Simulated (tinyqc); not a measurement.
Length of a polyene: Hueckel, PPP and singles CI along the polyenes. Computed by the program tinyqc. Hueckel uses the same beta without repulsion; CIS keeps all single excitations and so misses the low, doubly excited 2Ag state. W is the valence ionisation energy of a centre, MN the Mataga-Nishimoto formula, f the oscillator strength.

All-trans chains of carbon centres 1.40 angstrom apart:
```
parameter                               value
beta (eV), times 1 +/- alternation  -2.670000
alternation                                 0
W (eV)                              11.160000
gamma_rr (eV)                       10.210000
repulsion formula                        Ohno
```

Gaps and excitations (eV):
```
centres  Hueckel gap  PPP orbital gap  bright singlet (CIS)      f  lowest triplet (CIS)
2              5.340           12.586                 6.822  0.585                 3.858
4              3.300            9.647                 5.184  1.140                 2.501
6              2.377            8.132                 4.232  1.644                 1.845
8              1.855            7.204                 3.610  2.103                 1.478
10             1.520            6.577                 3.171  2.518                 1.250
12             1.287            6.127                 2.845  2.894                 1.098
14             1.116            5.791                 2.595  3.238                 0.990
```

What does the comparison show, and why?

The Hueckel gap tends to 4 x alternation x |beta| = 0.00 eV for long chains (zero without alternation, falling as 1/N). Exchange opens the PPP orbital gap, and the attraction of electron and hole brings the bright state 3.20 eV below it at 14 centres; the triplet lies 1.60 eV lower still.
